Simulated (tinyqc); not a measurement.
# Worked calculation: energy and delay of logic against supply voltage

tinyqc, about 0.01 s, one thread, Intel Xeon 2.30GHz (shared host): `OMP_NUM_THREADS=1 python tinyqc.py 2082147 2082148 out.jsonl` Printed values are rounded.

One expression serves below and above threshold: I(Vg) = Ik [ln(1 + exp((Vg - VT + dd V)/(al nf Vt)))]^al, with I_on = I(V) and I_off = I(0). Gate delay td = kd C V/I_on, clock period LD td. Per gate and cycle the switching energy is act C V^2 and the leakage energy I_off V LD td. No short-circuit current, no variation. Minima are sought above 0.09 V; below a few Vt gates no longer switch and the model has no meaning.

Inputs (values chosen for the exercise); values of the order met in logic technologies:
- T = 330 K (temperature)
- VT = 0.43 V (threshold voltage at zero drain bias)
- nf = 1.31 (slope factor)
- dd = 0.06 (barrier lowering per volt of supply)
- Ik = 2.6 uA (specific current of a gate)
- al = 1.32 (exponent of the current law)
- C = 2.9 fF (load capacitance of a gate)
- kd = 1.1 (delay factor)
- LD = 20 (logic depth)
- act = 0.2 (activity factor)
- V = 0.86 V (supply voltage)

Constants: q = 1.602176634e-19 C, kB = 1.380649e-23 J/K, Vt = kB T/q. Results are converted to the units shown.

## Currents, delay and energies

I_on, I_off, td, clock frequency 1/(LD td), both energies and their sum.

I_on = 52.84896 uA
I_off = 0.1007939 nA
td = 51.91020 ps
clock frequency = 0.9632019 GHz
switching energy = 428.9680 aJ
leakage energy = 0.08999434 aJ
energy = 429.0580 aJ

I_on/I_off = 5.24e5; leakage makes up 0.0210 % of the energy.

## Starting value

V = 0.16 V.

V at the start = 0.16 V

## Iteration 1: new V

Minimum-energy supply: E(V) is the energy per gate and cycle; with h = 0.001 V, E' = (E(V + h) - E(V - h))/(2 h), E'' = (E(V - h) - 2 E(V) + E(V + h))/h^2, V(new) = V - E'/E''.

E' = -133.2981 aJ/V
E'' = 3999.920 aJ/V^2
V after iteration 1 = 0.1933252 V

## Iteration 2: new V

As before.

E' = 5.433118 aJ/V
E'' = 4063.892 aJ/V^2
V after iteration 2 = 0.1919883 V

## Course of the iteration

Stop when the step is below 1e-9 V, or after 40 iterations.

Course of the iteration:

| iteration | V before the step (V) | step (V) |
|---|---|---|
| 1 | 0.16 | 0.0333 |
| 2 | 0.1933252 | -1.34e-3 |
| 3 | 0.1919883 | 3.66e-6 |
| 4 | 0.1919919 | 7.96e-11 |

Converged in 4 iterations. There leakage makes up 39.0 % of the energy and the clock runs at 0.483 MHz.
